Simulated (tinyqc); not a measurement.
# Semiconductor laser, carrier and photon rate equations: effects of single changes

Carrier density N and photon density S in one mode: dN/dt = F1 = eta I/(q V) - (A N + B N^2 + C N^3) - vg g S; dS/dt = F2 = G vg g S + G be B N^2 - S/tp, with g = g0 ln(N/Ntr)/(1 + ec S). Output power P = Fo Eph S V/(G tp). No heating, no carrier transport.

Values chosen for this exercise: active volume V = 5.8e-11 cm^3; confinement factor G = 0.049; group velocity vg = 7.8e9 cm/s; gain coefficient g0 = 1700 1/cm; transparency density Ntr = 2.3e18 cm^-3; gain compression ec = 9.8e-18 cm^3; photon lifetime tp = 2.3 ps; defect recombination coefficient A = 2.5e7 1/s; radiative coefficient B = 9.4e-11 cm^3/s; Auger coefficient C = 1.5e-29 cm^6/s; share of spontaneous emission into the mode be = 8.7e-5; injection efficiency eta = 0.89; share of cavity losses that is output Fo = 0.31; photon energy Eph = 0.8 eV; drive current I = 160 mA.

Constants: q = 1.602176634e-19 C. Results are converted to the units shown.

Each table varies one quantity; the others keep the values above.

## Effect of the gain coefficient on threshold and bandwidth

gth = 1/(G vg tp), Nth = Ntr exp(gth/g0), Ith = q V (A Nth + B Nth^2 + C Nth^3)/eta. N and S are the steady state (F1 = F2 = 0, S > 0). Jacobian, with a = g0/(N (1 + ec S)) and d = g/(1 + ec S): J11 = -(A + 2 B N + 3 C N^2) - vg a S, J12 = -vg d, J21 = G vg a S + 2 G be B N, J22 = G vg d - 1/tp. wR^2 = det J, gamma = -trace J, fR = wR/(2 pi); the response wR^2/(wR^2 - w^2 + i gamma w) falls to 1/sqrt(2) at w^2 = x + sqrt(x^2 + wR^4), x = wR^2 - gamma^2/2 (f3dB = w/(2 pi)).

Effect of the gain coefficient on threshold and bandwidth:

| g0 (1/cm) | Ith (mA) | P (mW) | fR (GHz) | gamma (1/ns) | f3dB (GHz) |
|---|---|---|---|---|---|
| 1100 | 85.17 | 16.14 | 3.409 | 7.555 | 5.180 |
| 1500 | 43.48 | 25.50 | 5.684 | 10.23 | 8.704 |
| 1900 | 29.77 | 28.62 | 7.324 | 12.36 | 11.23 |
| 2400 | 22.26 | 30.32 | 9.012 | 14.93 | 13.83 |
| 3100 | 17.41 | 31.42 | 11.00 | 18.57 | 16.87 |
| 4000 | 14.44 | 32.10 | 13.16 | 23.33 | 20.16 |
| 5100 | 12.58 | 32.52 | 15.43 | 29.21 | 23.58 |

Read the table: what changes, and by how much?

As g0 goes from 1100 to 5100 1/cm, Ith falls from 85.2 to 12.6 mA, fR rises from 3.41 to 15.4 GHz, gamma rises from 7.55 to 29.2 1/ns and f3dB rises from 5.18 to 23.6 GHz. At g0 = 5100 1/cm the current exceeds 12 Ith, where heating, left out here, usually rolls the output over.

## Modulation bandwidth against current

Same model as above.

The same in every row: Ith (mA) = 35.15.

Modulation bandwidth against current:

| I (mA) | P (mW) | fR (GHz) | gamma (1/ns) | f3dB (GHz) |
|---|---|---|---|---|
| 46 | 2.382 | 1.951 | 2.687 | 3.006 |
| 68 | 7.208 | 3.386 | 4.338 | 5.223 |
| 100 | 14.23 | 4.744 | 6.777 | 7.304 |
| 150 | 25.20 | 6.286 | 10.56 | 9.643 |
| 220 | 40.56 | 7.926 | 15.78 | 12.10 |
| 330 | 64.69 | 9.916 | 23.78 | 15.01 |
| 480 | 97.59 | 12.02 | 34.34 | 18.00 |
| 710 | 148.0 | 14.53 | 49.74 | 21.37 |
| 1100 | 233.5 | 17.67 | 73.89 | 25.27 |

What does the table show?

As I goes from 46 to 1100 mA, fR rises from 1.95 to 17.7 GHz, gamma rises from 2.69 to 73.9 1/ns and f3dB rises from 3.01 to 25.3 GHz. Against I - Ith, fR goes with exponent 0.50 at the start and 0.43 at the end (1/2 without compression). The slope of gamma against fR^2 between the third and fourth rows, the K factor, is 0.222 ns. For I = 480 to 1100 mA the current exceeds 12 Ith, where heating, left out here, usually rolls the output over.

## Effect of the photon lifetime on threshold and bandwidth

Same model as above.

Result of one run:

| tp (ps) | Ith (mA) | P (mW) | fR (GHz) | gamma (1/ns) | f3dB (GHz) |
|---|---|---|---|---|---|
| 6.5 | 12.97 | 32.38 | 8.683 | 26.74 | 12.91 |

What becomes of these results when the photon lifetime tp is changed from 6.5 to 1.6 ps, all else the same?

Result of the changed run:

| tp (ps) | Ith (mA) | P (mW) | fR (GHz) | gamma (1/ns) | f3dB (GHz) |
|---|---|---|---|---|---|
| 1.6 | 71.26 | 19.35 | 4.791 | 8.273 | 7.345 |

The whole series:

| tp (ps) | Ith (mA) | P (mW) | fR (GHz) | gamma (1/ns) | f3dB (GHz) |
|---|---|---|---|---|---|
| 1.6 | 71.26 | 19.35 | 4.791 | 8.273 | 7.345 |
| 2.3 | 35.15 | 27.39 | 6.548 | 11.31 | 10.04 |
| 3.3 | 21.87 | 30.38 | 7.590 | 15.02 | 11.59 |
| 4.6 | 16.18 | 31.66 | 8.232 | 19.79 | 12.46 |
| 6.5 | 12.97 | 32.38 | 8.683 | 26.74 | 12.91 |
| 9.2 | 11.11 | 32.80 | 8.965 | 36.45 | 12.88 |

As tp goes from 1.6 to 9.2 ps, Ith falls from 71.3 to 11.1 mA, fR rises from 4.79 to 8.96 GHz, gamma rises from 8.27 to 36.4 1/ns and f3dB goes from 7.345 through a maximum of 12.91 (at tp = 6.5 ps among the rows listed) to 12.88 GHz. For tp = 6.5 to 9.2 ps the current exceeds 12 Ith, where heating, left out here, usually rolls the output over.

Numbers from tinyqc (`OMP_NUM_THREADS=1 python tinyqc.py 2840114 2840115 out.jsonl`; about 0.01 s on one thread of a shared Intel Xeon 2.30GHz).
